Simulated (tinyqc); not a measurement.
# Lossy package transmission line with skin effect, step by step

Program tinyqc, `OMP_NUM_THREADS=1 python tinyqc.py 2810142 2810143 out.jsonl`; Intel Xeon 2.30GHz, shared host, one thread, about 0.01 s. Printed values are rounded.

A uniform line in a homogeneous dielectric: c = sqrt(er)/(c0 Z0), l = Z0 sqrt(er)/c0 (c0 = 299792458 m/s), g = w c td, w = 2 pi f. The resistance joins its limits as r = sqrt(r_dc^2 + r_hf^2), with r_dc = rho/(wd th), r_hf = kr rho/(2 delta (wd + th)), delta = sqrt(rho/(pi f mu0)), mu0 = 4 pi 1e-7 H/m; this is an interpolation, and internal inductance, up to 0.05 nH/mm at low frequency, is neglected.

Values chosen for this exercise:
- wd = 37 um (width of the strip)
- th = 13 um (thickness of the strip)
- rho = 2.2 uohm cm (resistivity)
- er = 3 (relative permittivity)
- td = 0 (loss tangent)
- Z0 = 35 ohm (lossless impedance sqrt(l/c))
- kr = 1.2 (factor for crowding and the return path)
- len = 22 mm (length)
- Rg = 50 ohm (source resistance)
- RL = 100 ohm (load resistance)
- CL = 20 fF (load capacitance)
- f = 0.86 GHz (frequency)

## Line constants

delta, r_dc, r_hf, r, l, c and g as defined.

delta = 2.545554 um
r_dc = 0.04573805 ohm/mm
r_hf = 0.1037102 ohm/mm
r = 0.1133481 ohm/mm
l = 0.2022125 nH/mm
c = 165.0714 pF/m
g = 0 S/m

r is 2.48 times r_dc; the skin depth is 0.196 of the thickness.

## Propagation constant and impedance

gamma = sqrt((r + i w l)(g + i w c)) = alpha + i beta, Zc = sqrt((r + i w l)/(g + i w c)), roots with positive real part; loss 8.685889638 alpha in dB; phase velocity w/beta.

gamma len = 0.0355760+0.6877376i
Zc = 35.04692-1.81294i ohm
loss = 0.01404587 dB/mm
phase velocity over c0 = 0.5765773
r/(w l) = 0.1037356

r is below w l; the low-loss estimate 8.686 (r/(2 Z0) + g Z0/2) gives 0.0141 dB/mm.

## Reflection, input impedance and transfer

ZL = 1/(1/RL + i w CL); reflection (ZL - Zc)/(ZL + Zc); Zin = Zc (ZL + Zc tanh(gamma len))/(Zc + ZL tanh(gamma len)); H = V_load/V_source = [Zin/(Zin + Rg)]/[cosh(gamma len) + (Zc/ZL) sinh(gamma len)].

ZL = 99.98832-1.08058i ohm
reflection at the load = 0.4805850+0.0157214i
Zin = 26.48770-32.08774i ohm
H = 0.4287347-0.4270705i
|H| = -4.362786 dB
